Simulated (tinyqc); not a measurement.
# From counting error of x without background back to collected charge

Model: Rutherford backscattering from a thin compound film on silicon: kinematics, yields, composition and thickness. Computed by tinyqc, a small Python program. Command: `OMP_NUM_THREADS=1 python tinyqc.py 3003148 3003149 out.jsonl rbs inv`. One thread of a shared host (Intel(R) Xeon(R) Processor @ 2.30GHz), about 0.01 s of CPU time with the checks.

Singly charged helium ions (Z1 = 2, M1 = 4.0026 u) enter at the tilt angle a1 to the normal and leave at a2 = |180 - theta - tilt| in the same plane. The film is A B_x.

Inputs (values chosen for the exercise, modelled on a helium beam on TiN):

| quantity | value | unit |
|---|---|---|
| beam energy E0 | 1.6 | MeV |
| scattering angle theta | 150 | degrees |
| tilt of the sample | 0 | degrees |
| heavy element: Z_A | 22 | - |
| heavy element: mass M_A | 47.9 | u |
| heavy element: stopping eps_A at 2 MeV | 79.7 | 1e-15 eV cm^2 |
| light element: Z_B | 7 | - |
| light element: mass M_B | 14 | u |
| light element: stopping eps_B at 2 MeV | 33.3 | 1e-15 eV cm^2 |
| atoms of B per atom of A, x | 0.901 | - |
| atomic density of the film | 103 | 1/nm^3 |
| film thickness d | 19 | nm |
| detector solid angle | 2 | msr |
| detector resolution (FWHM) | 13 | keV |

Constants: e^2/(4 pi eps_0) = 14.39964548 eV angstrom; e = 1.602176634e-19 C.

Method:
- Kinematic factor K = [(sqrt(M^2 - M1^2 sin^2 theta) + M1 cos theta)/(M + M1)]^2.
- Surface edges lie at K E0; substrate silicon has M = 28.09 u. Mass resolution at M_A = resolution/(E0 dK/dM).
- Stopping per atom eps(E) = eps(2 MeV) (E/2 MeV)^(-0.4) (a law chosen for the exercise); Bragg rule eps_film = (eps_A + x eps_B)/(1 + x); areal density N d, with 1/nm^2 = 0.1 x 1e15/cm^2.
- Width of the signal of element i: [K_i eps(E0)/cos a1 + eps(K_i E0)/cos a2] N d; depth resolution = resolution x d/width of A; energy lost on the way in = eps(E0) N d/cos a1.
- Rutherford cross section in the laboratory frame: sigma = (Z1 Z e^2/(4 pi eps_0 4E))^2 (4/sin^4 theta) (r + cos theta)^2/r, r = sqrt(1 - (M1 sin theta/M)^2), times the screening factor 1 - 0.049 Z1 Z^(4/3)/E (E in keV); 1 angstrom^2 = 1e8 barn.
- Counts = (charge/e) x solid angle x sigma(E_mean) x areal density of the element/cos a1, E_mean = E0 - half the energy lost on the way in; 1 barn = 1e-24 cm^2. The ratio of areas returns x = (Y_B/Y_A)(sigma_A/sigma_B), with the counting error sqrt(1/Y_A + 1/Y_B).

Task: A run gave the result below. Find the collected charge, known to lie between 19 and 48 microcoulomb.

counting error of x without background = 1.786066 %

Result:

Each step takes the trial c = (a f_b - b f_a)/(f_b - f_a), f being the result less the target and a, b, c the logarithms of the listed values; c replaces end b, the old b replaces a if the sign of f changed, and otherwise f_a is halved.

Scan of the range:

| collected charge (microcoulomb) | counting error of x without background (%) |
|---|---|
| 19.0 | 2.22816 |
| 22.2 | 2.06133 |
| 25.9 | 1.90842 |
| 30.2 | 1.76734 |
| 35.2 | 1.63701 |
| 41.1 | 1.51496 |
| 48.0 | 1.40185 |

False position (Illinois rule, in the logarithm of the input) inside the bracket:

| step | end a | end b | trial | counting error of x without background (%) |
|---|---|---|---|---|
| 1 | 25.9000 | 30.2000 | 29.5905 | 1.78545 |
| 2 | 25.9000 | 29.5905 | 29.5511 | 1.78664 |
| 3 | 29.5905 | 29.5511 | 29.5700 | 1.78607 |
| 4 | 29.5511 | 29.5700 | 29.5700 | 1.78607 |

Counting error of x without background falls at every point of a 13-point scan of the range (every second point is shown), so one value fits; it is bracketed by 25.9 and 30.2. The scan shows a pure power law with exponent -0.5000, so scaling from any one row also gives the answer directly. Answer: collected charge = 29.57 microcoulomb.
